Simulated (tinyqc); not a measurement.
Vibrations of a mass or spring defect in a linear chain: one step, computed by the program tinyqc. Command: `OMP_NUM_THREADS=1 python tinyqc.py 3007966 3007967 out.jsonl localmode walk`. One thread of a shared host (Intel(R) Xeon(R) Processor @ 2.30GHz), about 0.01 s of CPU time with the checks.

A ring of N atoms with nearest-neighbour springs k and motion along the chain. Atom 1 is the defect, of mass M', and its two springs are k'. All other atoms have the mass M.

Problem. Frequencies of the ring. Diagonalise D and leave out the zero eigenvalue of the uniform shift. nu = 15.6333042 THz x sqrt(lambda), lambda in eV/(angstrom^2 u).

Host: monatomic.

D (eV/(angstrom^2 u)):
$$\begin{pmatrix}
1.406351 & -0.412467 & 0.000000 & 0.000000 & 0.000000 & -0.412467 \\
-0.412467 & 0.564537 & -0.322593 & 0.000000 & 0.000000 & 0.000000 \\
0.000000 & -0.322593 & 0.645185 & -0.322593 & 0.000000 & 0.000000 \\
0.000000 & 0.000000 & -0.322593 & 0.645185 & -0.322593 & 0.000000 \\
0.000000 & 0.000000 & 0.000000 & -0.322593 & 0.645185 & -0.322593 \\
-0.412467 & 0.000000 & 0.000000 & 0.000000 & -0.322593 & 0.564537
\end{pmatrix}$$

Constants: nu for 1 eV/(angstrom^2 u) = 15.6333042 THz.

Give: nonzero frequencies.

Solution.

nonzero frequencies (THz): [8.27, 9.88, 15.08, 16.63, 20.57]
